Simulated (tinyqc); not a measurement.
Wannier-Stark ladder of a miniband: sweeps and comparisons. A value that a table varies takes the place of the one given here.

One state in each well j = -(Nw - 1)/2 ... (Nw - 1)/2: H_jj = j e F d, H_(j,j+1) = -W/4; 1 kV/cm = 0.01 meV/angstrom. In an infinite chain the levels are j e F d and the state of well 0 has amplitude J_j(x) in size on well j, x = W/(2 e F d).

Constants: hbar = 6.58211957e-16 eV s.

Parameters, chosen for this exercise (near those of a non-polar GaN/AlGaN superlattice; shifted at random, so the results belong to these values and not to a real crystal):

| symbol | value | unit | meaning |
|---|---|---|---|
| W | 10 | meV | miniband width |
| d | 51 | angstrom | period |
| Nw | 11 |  | wells |
| Fs | (2.4, 3.4, 4.5, 6.4, 9.9, 17, 36) | kV/cm | fields |
| G | 5 | meV | hbar/tau |
| F | 8.9 | kV/cm | field |

## Raising the field

Infinite-chain weights beside the middle spacing of the finite stack.

Results:

| F (kV/cm) | e F d (meV) | x | J_0^2 | J_1^2 | J_2^2 | middle spacing/(e F d) |
|---|---|---|---|---|---|---|
| 2.4 | 1.22 | 4.085 | 0.152 | 0.010 | 0.117 | 1.0629 |
| 3.4 | 1.73 | 2.884 | 0.048 | 0.145 | 0.233 | 1.0053 |
| 4.5 | 2.29 | 2.179 | 0.015 | 0.312 | 0.153 | 1.0005 |
| 6.4 | 3.26 | 1.532 | 0.244 | 0.316 | 0.058 | 1.0000 |
| 9.9 | 5.05 | 0.990 | 0.592 | 0.191 | 0.013 | 1.0000 |
| 17 | 8.67 | 0.577 | 0.844 | 0.076 | 0.002 | 1.0000 |
| 36 | 18.36 | 0.272 | 0.963 | 0.018 | 0.000 | 1.0000 |

What can be read from the table?

J_0 vanishes at x = 2.405, F = 4.1 kV/cm, where the line at j = 0 disappears; J_0^2 overtakes J_1^2 for good at x = 1.435, F = 6.8 kV/cm, and reaches 0.96 in the last row. The 11 wells reproduce the middle spacing of the even ladder to 1 % from 3.4 kV/cm on, where the swing W/(e F d) = 2x is 5.8 periods. The lines are seen apart only where e F d exceeds their width, usually a few meV.

## Drift velocity with scattering

Esaki-Tsu: v = v0 y/(1 + y^2), y = e F d/G, v0 = W d/(2 hbar), at zero temperature; 1 angstrom/s = 1e-8 cm/s, 1 kV/cm = 0.01 meV/angstrom. The last column is dv/dF in cm^2/(V s).

Results:

| y | F (kV/cm) | v (1e6 cm/s) | dv/dF |
|---|---|---|---|
| 0.1 | 0.98 | 0.38 | 384 |
| 0.3 | 2.94 | 1.07 | 303 |
| 0.6 | 5.88 | 1.71 | 137 |
| 1.0 | 9.80 | 1.94 | 0 |
| 1.5 | 14.71 | 1.79 | -47 |
| 2.5 | 24.51 | 1.34 | -39 |
| 4.0 | 39.22 | 0.91 | -21 |

v0 = 3.87 x 1e6 cm/s
field at y = 1 = 9.80 kV/cm

What can be read from the table?

The velocity peaks at v0/2 = 1.94 x 1e6 cm/s at 9.80 kV/cm and then falls: negative differential velocity, steepest at y = sqrt3 with -v0/(8 Fc) = -49 cm^2/(V s). The low-field mobility is v0/Fc = 395 cm^2/(V s). At the peak the swing is W/G = 2.0 periods, too few for the semiclassical picture to be safe.

## What each parameter does

e F d, x, J_0(x)^2 and the lowest level of the finite stack. Each row changes one parameter from the base and keeps the others.

Results:

| case | e F d (meV) | x | J_0^2 | lowest level (meV) |
|---|---|---|---|---|
| base | 4.54 | 1.102 | 0.517 | -23.91 |
| W = 12 meV | 4.54 | 1.322 | 0.370 | -24.38 |
| d = 43 angstrom | 3.83 | 1.307 | 0.380 | -20.53 |
| F = 6.23 kV/cm | 3.18 | 1.574 | 0.221 | -17.48 |
| Nw = 13 | 4.54 | 1.102 | 0.517 | -28.45 |

How do the results move?

The largest shifts from the base row, up to three for each result and ties (the steps differ in size, so this ranks the rows, not the parameters). e F d (meV): F -1.36, d -0.71; unchanged at the printed digits by W and Nw. x: F +0.472, W +0.220, d +0.205; unchanged at the printed digits by Nw. J_0^2: F -0.296, W -0.146, d -0.136; unchanged at the printed digits by Nw. lowest level (meV): F +6.43, Nw -4.54, d +3.39.

tinyqc: `OMP_NUM_THREADS=1 python tinyqc.py 1251424 1251425 out.jsonl`; about 0.01 s, one thread, shared Intel(R) Xeon(R) Processor @ 2.30GHz.
